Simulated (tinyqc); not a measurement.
Gap and mass from two generation rates.

Question. In the two-band model the band-to-band tunnelling rate in a uniform field is G = A F^2 exp(-B/F), with B = pi sqrt(m/C) Eg^1.5/4 (V/nm), A = 1e21 (2 q/h) m Eg/(16 pi C B) for G in cm^-3 s^-1 and F in V/nm, C = hbar^2/(2 m0). Find B, A, Eg and m.

Constants: q = 1.602176634e-19 C, hbar = 1.054571817e-34 J s, h = 6.62607015e-34 J s, m0 = 9.1093837015e-31 kg, hbar^2/(2 m0) = 0.0380998212 eV nm^2. Results are converted to the units shown.

G at F = 0.038 and 0.065 V/nm (cm^-3 s^-1): [7.5515459e25, 4.4008492e28]

Solution. The slope of ln(G/F^2) against 1/F is -B and the intercept gives A. The product A B fixes m Eg, and B = (pi/4) Eg sqrt(m Eg/C) then gives Eg.

B = 0.4843 V/nm
A = 1.793e34 cm^-3 s^-1 (V/nm)^-2
Eg = 0.6490 eV
m = 0.05300 m0

tinyqc, about 0.03 s, one thread, Intel Xeon 2.30GHz (shared host): `OMP_NUM_THREADS=1 python tinyqc.py 2620128 2620129 out.jsonl`
